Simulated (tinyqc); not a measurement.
Inside a calculation. Model: planar ballistic transistor, top-of-the-barrier model.

Computed by the program tinyqc: `OMP_NUM_THREADS=1 python tinyqc.py 2400032 2400033 out.jsonl`, one thread of a shared Intel Xeon 2.30GHz, about 0.01 s for the whole run. Printed values are rounded.

At the top of the source barrier, states moving towards the drain are filled by the source (Fermi level 0) and states moving back by the drain (Fermi level -q Vd); nothing scatters. U is the shift of the band edge there, set by the capacitances CG, CD and CS (the total) and by the charge. Parabolic two-dimensional band; the source is grounded.

Values chosen for this exercise; mass and valleys close to those of gallium nitride: temperature T = 200 K; effective mass m = 0.195 m0; valley degeneracy gv = 1; relative permittivity of the gate insulator eox = 3.9; insulator thickness tox = 1.7 nm; gate control CG/CS aG = 0.83; drain control CD/CS aD = 0.091; band edge at the barrier top above the source Fermi level at zero bias E0 = 0.21 eV; gate voltage Vg = 0.8 V; drain voltage Vd = 0.1 V.

Constants: q = 1.602176634e-19 C, kB = 1.380649e-23 J/K, hbar = 1.054571817e-34 J s, m0 = 9.1093837015e-31 kg, Vt = kB T/q, eps0 = 8.8541878128e-14 F/cm where lengths are in cm. Results are converted to the units shown.

## Density of states, capacitances and charge at zero bias

N0 = gv m kB T/(pi hbar^2), CG = eps0 eox/tox, vT = sqrt(2 kB T/(pi m)), CS = CG/aG, n0 = n at U = 0 and Vd = 0. eta1 = -(E0 + U)/Vt, eta2 = eta1 - Vd/Vt, n = (N0/2)[F_0(eta1) + F_0(eta2)], F_0(x) = ln(1 + exp x). UL = -(aG Vg + aD Vd).

N0 = 1.40390e12 cm^-2
CG = 2.03125 uF/cm^2
CS = 2.44730 uF/cm^2
n0 = 7.17078e6 cm^-2
UL = -0.6731 eV

## Iteration 1: self-consistent potential at the barrier top

U at the start (U = UL) = -0.6731 eV

eta1 = -(E0 + U)/Vt, eta2 = eta1 - Vd/Vt, n = (N0/2)[F_0(eta1) + F_0(eta2)], F_0(x) = ln(1 + exp x). U(out) = UL + q (n - n0)/CS. Newton step: U(new) = U + (U(out) - U)/(1 + CQ/CS), CQ = (q/Vt) dn/d(eta1) with both F' summed; F_0'(x) = 1/(1 + exp(-x)).

eta1 = 26.8703
eta2 = 21.0680
n = 3.36501e13 cm^-2
U(out) = 1.52988 eV
CQ = 13.0510 uF/cm^2
U after iteration 1 = -0.325232 eV

## Iteration 2: self-consistent potential at the barrier top

As before.

eta1 = 6.68605
eta2 = 0.883789
n = 5.55728e12 cm^-2
U(out) = -0.309280 eV
CQ = 11.1348 uF/cm^2
U after iteration 2 = -0.322358 eV

## Course of the iteration: self-consistent potential at the barrier top

Stop when U changes by less than 1e-9 eV, or after 90 iterations.

Course of the iteration:

| iteration | U (eV) | \|change\| (eV) |
|---|---|---|
| 1 | -0.325232 | 0.348 |
| 2 | -0.322358 | 2.87e-3 |
| 3 | -0.322333 | 2.49e-5 |
| 4 | -0.322333 | 1.96e-9 |
| 5 | -0.322333 | 0 |

Converged in 5 iterations. At the end the number of correct digits about doubles with each step.

## Current, mean velocity and share of the gate voltage

converged U = -0.322333 eV

N0 = gv m kB T/(pi hbar^2), CG = eps0 eox/tox, vT = sqrt(2 kB T/(pi m)), CS = CG/aG, n0 = n at U = 0 and Vd = 0. eta1 = -(E0 + U)/Vt, eta2 = eta1 - Vd/Vt, n = (N0/2)[F_0(eta1) + F_0(eta2)], F_0(x) = ln(1 + exp x). I = q (N0/2) vT [F_(1/2)(eta1) - F_(1/2)(eta2)] per width, F_(1/2)(x) = (2/sqrt(pi)) int_0^infinity u^(1/2)/(1 + exp(u - x)) du. Mean velocity I/(q n). CQ = (q/Vt) dn/d(eta1); the band edge follows the gate as -dU/dVg = aG/(1 + CQ/CS).

eta1 = 6.51783
n = 5.35791e12 cm^-2
I = 1296.58 uA/um
mean velocity = 1.51041e7 cm/s
CQ = 10.8986 uF/cm^2
-dU/dVg = 0.152201 eV/V

The carriers from the source are degenerate (eta1 = 6.52), and the mean velocity is 1.52 times vT = sqrt(2 kB T/(pi m)) = 9.95e6 cm/s. The drain fills a good part of the returning states, which lowers the mean.
